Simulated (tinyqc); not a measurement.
Worked calculation: tight binding, kagome lattice. Computed by tinyqc, a small Python program that keeps every step. Settings: t1 = 1.65, t2 = 0.58, delta = 0, bands filled = 2. Command: `OMP_NUM_THREADS=1 python tinyqc.py 25507 25508 out.jsonl` (the two numbers bound the seeds that draw the settings). One thread of a shared host (Intel(R) Xeon(R) Processor @ 2.60GHz), about 0.01 s of CPU time with the checks.

## Bloch Hamiltonian at k

Parameters chosen for this model:
```
parameter     value                unit
t1         1.650000    eV, up triangles
t2         0.580000  eV, down triangles
delta             0        eV on site C
```

k point k (fractions of the reciprocal vectors): [-0.220000, 0.150000]

H_AB = -t1 - t2 exp(-i k.a1), H_AC = -t1 - t2 exp(-i k.a2), H_BC = -t1 - t2 exp(i k.(a1 - a2)), H_CC = delta.

H(k) at k (eV), order A, B, C:
```
[[0.000000, -1.758681-0.569727i, -1.990915+0.469230i],
 [-1.758681+0.569727i, 0.000000, -1.252963+0.422802i],
 [-1.990915-0.469230i, -1.252963-0.422802i, 0.000000]]
```

## Levels at k

Diagonalise the Hermitian matrix.

eigenvalues (eV): [-3.485753, 1.255753, 2.230000]

weights |c|^2 of the basis functions, order A, B, C:
```
[[0.383812, 0.037183, 0.579005],
 [0.293955, 0.564360, 0.141685],
 [0.322233, 0.398457, 0.279310]]
```

## Bloch Hamiltonian at K

k point K (fractions of the reciprocal vectors): [0.333333, 0.666667]

As before.

H(k) at K (eV), order A, B, C:
```
[[0.000000, -1.360000+0.502295i, -1.360000-0.502295i],
 [-1.360000-0.502295i, 0.000000, -1.360000+0.502295i],
 [-1.360000+0.502295i, -1.360000-0.502295i, 0.000000]]
```

## Levels at K

As before.

eigenvalues (eV): [-2.720000, 0.490000, 2.230000]

weights |c|^2 of the basis functions, order A, B, C:
```
[[0.333333, 0.333333, 0.333333],
 [0.333333, 0.333333, 0.333333],
 [0.333333, 0.333333, 0.333333]]
```

## Bands along a path

The same steps at evenly spaced points between the labelled ones.

Bands along the path (eV):
```
k             band 1    band 2    band 3
G          -4.460000  2.230000  2.230000
G-K 0.33   -4.066577  1.836577  2.230000
G-K 0.67   -3.191819  0.961819  2.230000
K          -2.720000  0.490000  2.230000
K-M 0.33   -2.802297  0.572297  2.230000
K-M 0.67   -2.936014  0.706014  2.230000
M          -2.994634  0.764634  2.230000
M-K' 0.33  -2.936014  0.706014  2.230000
M-K' 0.67  -2.802297  0.572297  2.230000
K'         -2.720000  0.490000  2.230000
```

With 2 band(s) filled, the highest filled level on these points lies at G and the lowest empty one at M-K' 0.33: the bands touch or overlap, so there is no gap.
